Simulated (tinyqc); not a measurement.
Arrhenius plot: admittance spectroscopy and thermally stimulated current of one trap level in a depletion layer. Computed by tinyqc, a small Python program. Command: `OMP_NUM_THREADS=1 python tinyqc.py 3110386 3110387 out.jsonl admit walk`. One thread of a shared host (Intel(R) Xeon(R) Processor @ 2.30GHz), about 0.01 s of CPU time with the checks.

A Schottky junction on n-type material holds one donor-like electron trap; shallow donors are fully ionised and abrupt depletion edges are assumed.

Inputs (values chosen for the exercise, modelled on n-type silicon): density-of-states mass m = 1.04 m_0; shallow doping N = 1e+15 1/cm^3; trap depth E_t below the band = 0.428 eV; capture cross section sigma = 6e-16 cm^2; test frequency f = 300000 Hz.

Constants: k_B = 1.380649e-23 J/K; m_0 = 9.1093837015e-31 kg; h = 6.62607015e-34 J s; k_B = 8.617333262e-05 eV/K.

Method:
- N_c = 2 (2 pi m k_B T/h^2)^(3/2), v_th = sqrt(3 k_B T/m), emission rate e_n = sigma v_th N_c exp(-E_t/(k_B T)).
- Where the level crosses the Fermi level capture equals emission, so the trap follows the signal with the rate 2 e_n; G/omega peaks at omega = 2 e_n (the correction for large N_t/N is left out).
- Solve 2 e_n(T_p) = 2 pi f.
- T_p for 0.1, 0.3, 1, 3 and 10 f; least-squares lines of ln(e_n/T^2) and of ln(e_n) against 1/(k_B T), e_n = pi f; sigma = exp(intercept)/(v_th N_c/T^2).

peak temperature T_p = 390.919 K

Peaks:
```
f (Hz)    T_p (K)  1/(k_B T) (1/eV)  ln(e_n/T^2)  ln(e_n)
3.00e+04   337.55            34.379      -0.1897   11.454
9.00e+04   361.19            32.129       0.7735   12.552
3.00e+05   390.92            29.685       1.8193   13.756
9.00e+05   422.30            27.479       2.7634   14.855
3.00e+06   462.50            25.091       3.7856   16.059
```

depth from e_n/T^2 = 0.428 eV

cross section from the intercept = 6.00e-16 cm^2

depth without the T^2 = 0.49571 eV

Leaving out T^2 adds 68 meV, near 2 k_B T_p = 67 meV.

Extremes, crossings and ranges named in words are read from the listed rows.
